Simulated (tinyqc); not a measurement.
# Changing the overpotential eta

Model: bottom-up copper filling of a trench by curvature-enhanced accelerator coverage. Computed by tinyqc, a small Python program. Command: `OMP_NUM_THREADS=1 python tinyqc.py 3025170 3025171 out.jsonl superfill sweep`. One thread of a shared host (Intel(R) Xeon(R) Processor @ 2.30GHz), about 0.08 s of CPU time with the checks.

A rectangular trench keeps vertical walls and a flat floor. An accelerator floats on the surface; where area is lost in the corners it is passed on to the floor.

Inputs (values chosen for the exercise, close to those used for damascene copper plating):

| quantity | value | unit |
|---|---|---|
| trench width w | 170 | nm |
| aspect ratio h/w | 2.9 | - |
| exchange current of the suppressed surface i_0 | 0.018 | mA/cm^2 |
| exchange current of the accelerated surface i_1 | 3.2 | mA/cm^2 |
| transfer coefficient alpha | 0.41 | - |
| starting coverage theta_0 | 0.069 | - |
| adsorption rate k_a | 7e-05 | 1/s |
| cupric ion concentration C | 0.23 | mol/l |
| diffusivity D | 4.9e-06 | cm^2/s |
| boundary layer delta | 31 | um |
| temperature T | 298 | K |

Constants: e = 1.602176634e-19 C; N_A = 6.02214076e+23 1/mol; k_B = 8.617333262e-05 eV/K.

Method. Kinetic current i_k = [i_0 (1 - theta) + i_1 theta] exp(alpha eta/(k_B T)), limit i_L = 2 F D C/delta, i = 1/(1/i_k + 1/i_L); velocity v = i Omega/(2F), Omega = 7.11 cm^3/mol, F = e N_A. Depletion inside the trench is ignored. Half width x, floor height y, depth h = aspect ratio x w. dx/dt = -v_s, dy/dt = v_b. d theta_b/dt = k_a (1 - theta_b) + [theta_s v_b + theta_b v_s]/x: the floor takes the accelerator of the wall it covers and keeps its own as it narrows. d theta_s/dt = k_a (1 - theta_s). theta_b is capped at 1. Integrate (tolerance 1e-9) until the walls meet (x = 0.02 w/2) or the floor passes the original mouth y = h. Start: x = w/2, y = 0, theta_b = theta_s = theta_0. Height filled = y/h, opening left = x/(w/2).

One run for each value:

| overpotential eta (V) | ratio v(1)/v(theta_0) | share of the height filled from the floor | opening left, as a share of w | time at the end (s) |
|---|---|---|---|---|
| 0.060 | 12.15 | 0.8042 | 0.02 | 323.5 |
| 0.098 | 11.24 | 0.8020 | 0.02 | 187.3 |
| 0.140 | 9.74 | 0.7486 | 0.02 | 100.7 |
| 0.170 | 8.39 | 0.6812 | 0.02 | 64.6 |
| 0.210 | 6.41 | 0.5687 | 0.02 | 36.0 |
| 0.250 | 4.59 | 0.4538 | 0.02 | 20.6 |
| 0.280 | 3.50 | 0.3786 | 0.02 | 14.0 |
| 0.320 | 2.46 | 0.3004 | 0.02 | 8.9 |
| 0.360 | 1.82 | 0.2470 | 0.02 | 6.3 |

Describe and explain the trends.

Over the rows, ratio v(1)/v(theta_0) falls from 12.1 to 1.82 (exponent d ln y / d ln x -0.16 between the first rows and -2.6 between the last); share of the height filled from the floor falls from 0.804 to 0.247 (exponent d ln y / d ln x -0.0056 between the first rows and -1.7 between the last); opening left, as a share of w does not change. A high overpotential drives the accelerated surface towards the diffusion limit first, which lowers the contrast in speed.

Caution (all rows): real profiles develop slanted corners, and accelerator is consumed; both are left out.
